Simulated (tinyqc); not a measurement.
Bias-temperature instability, empirical power law with universal recovery: two steps of the calculation.

Threshold-voltage shift at the end of a stress: dV = A (V/V0)^g exp[-(Ea q/kB)(1/T - 1/T0)] (t/1 s)^n. After a delay tr the permanent share pp stays and the rest falls by r = 1/(1 + B (tr/t)^be). An empirical model: its parameters are fits, not properties.

Parameters, values chosen for the exercise:
- V0 = 1.8 V (reference stress voltage)
- T0 = 398 K (reference temperature)
- A = 6.9 mV (shift after 1 s at V0 and T0)
- n = 0.24 (time exponent)
- g = 5.1 (voltage exponent)
- Ea = 0.06 eV (apparent activation energy of the shift)
- pp = 0.32 (permanent share)
- B = 5.7 (recovery scale)
- be = 0.17 (recovery dispersion)
- V = 0.74 V (use voltage)
- T = 328 K (use temperature)
- dc = 50 mV (failure criterion)
- tr = 0.001 s (delay before the measurement)

Constants: q = 1.602176634e-19 C, kB = 1.380649e-23 J/K. Results are converted to the units shown.

Problem 1. Shift and lifetime at use conditions. The lifetime solves dV = dc; ten years are 3.15576e8 s.

Give: voltage factor; temperature factor; shift after ten years; lifetime; largest voltage for ten years.

Solution 1.

voltage factor = 0.01074
temperature factor = 0.6884
shift after ten years = 5.593 mV
lifetime = 9.198e4 years
largest voltage for ten years = 1.137 V

The device passes: the shift at ten years is below dc. A lifetime beyond 100 years is a far extrapolation of the power law. In time the voltage exponent is g/n = 21.2 and the activation energy Ea/n = 0.250 eV.

Problem 2. What a delayed measurement sees. At V0 and T0, measured shift = dV [pp + (1 - pp) r]; the apparent exponent is the slope of ln(shift) against ln t between the first and last point.

t, point 0 to 2 (s): 1  10  100

Find: dV; share left; measured; apparent n.

Solution 2.

```
point  dV (mV)  share left  measured (mV)
0        6.900      0.5662          3.907
1        11.99      0.6304          7.559
2        20.84      0.6967          14.52
```

apparent n = 0.2850

The delay hides 30.3 % of the last shift and raises the exponent from 0.24 to 0.285, since short stresses recover by a larger share.

Program tinyqc, `OMP_NUM_THREADS=1 python tinyqc.py 2070115 2070116 out.jsonl`; Intel Xeon 2.30GHz, shared host, one thread, about 0.01 s.
